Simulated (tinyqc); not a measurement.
# Pillar capacitor in an array: capacitance, non-linearity, leakage and relaxation: charge lost after writing

A film between two metal electrodes, each interface adding a series capacitance ci. The small-signal permittivity is ek (1 + aq E^2); the field is found with the linear permittivity. Leakage J = J0 sinh(E/Ef). After a voltage step the film passes a relaxation current kr C V tt^(-nr), tt being the time in seconds. The sidewall is a coaxial capacitor with radii a = dm/2 and b = dm/2 + t, depth AR dm; the end face is left out.

Planar film: Cf = eps0 ek/t, 1/C = 1/Cf + 2/ci, EOT = 3.9 eps0/C, effective permittivity C t/eps0, E = (V/t) C/Cf. A capacitor written for t0 and then left open loses, as a share of C V, kr (tt^(1 - nr) - t0^(1 - nr))/(1 - nr) by relaxation and J tt/(C V) by leakage; both are taken as small, and rows far outside that range are left out.

Values chosen for this exercise; permittivity of the order of that of tantalum oxide:
- ek = 25 (relative permittivity of the film)
- t = 15 nm (film thickness)
- ci = 1000 uF/cm^2 (capacitance of each electrode interface (dead layer and screening))
- aq = 0.0099 cm^2/MV^2 (quadratic field coefficient of the permittivity)
- V = 2.4 V (bias)
- nr = 0.992 (exponent of the relaxation current)
- kr = 0.0027 (strength of the relaxation)
- J0 = 1.9e-10 A/cm^2 (leakage prefactor)
- Ef = 0.44 MV/cm (field for an e-fold rise of the leakage)
- t0 = 2e-8 s (duration of the write pulse)

Constants: eps0 = 8.8541878128e-14 F/cm where lengths are in cm. Results are converted to the units shown.

The same in every row: leakage current (nA/cm^2) = 3.565.

Result of one run:

| tt (s) | relaxation current (nA/cm^2) | loss by relaxation (%) | loss by leakage (%) | total loss (%) |
|---|---|---|---|---|
| 0.1 | 93.60 | 3.847 | 0.01009 | 3.857 |

What becomes of these results when the time since the start of the write pulse tt is changed from 0.1 to 0.0001 s, all else the same?

Result of the changed run:

| tt (s) | relaxation current (nA/cm^2) | loss by relaxation (%) | loss by leakage (%) | total loss (%) |
|---|---|---|---|---|
| 0.0001 | 8.857e4 | 2.065 | 1.009e-5 | 2.065 |

The whole series:

| tt (s) | relaxation current (nA/cm^2) | loss by relaxation (%) | loss by leakage (%) | total loss (%) |
|---|---|---|---|---|
| 1e-6 | 8.537e6 | 0.9311 | 1.009e-7 | 0.9311 |
| 1e-5 | 8.695e5 | 1.493 | 1.009e-6 | 1.493 |
| 0.0001 | 8.857e4 | 2.065 | 1.009e-5 | 2.065 |
| 0.001 | 9022 | 2.648 | 1.009e-4 | 2.648 |
| 0.01 | 919.0 | 3.242 | 0.001009 | 3.243 |
| 0.1 | 93.60 | 3.847 | 0.01009 | 3.857 |
| 1 | 9.534 | 4.463 | 0.1009 | 4.563 |
| 10 | 0.9712 | 5.090 | 1.009 | 6.099 |

The two currents are equal at tt = 2.70 s. The loss by relaxation grows from 0.931 to 5.09 %, by 0.562 points over the first decade and 0.627 over the last, while the loss by leakage grows tenfold a decade. Relaxation is the larger loss in every row.

Numbers from tinyqc (`OMP_NUM_THREADS=1 python tinyqc.py 2102168 2102169 out.jsonl`; about 0.01 s on one thread of a shared Intel Xeon 2.30GHz).
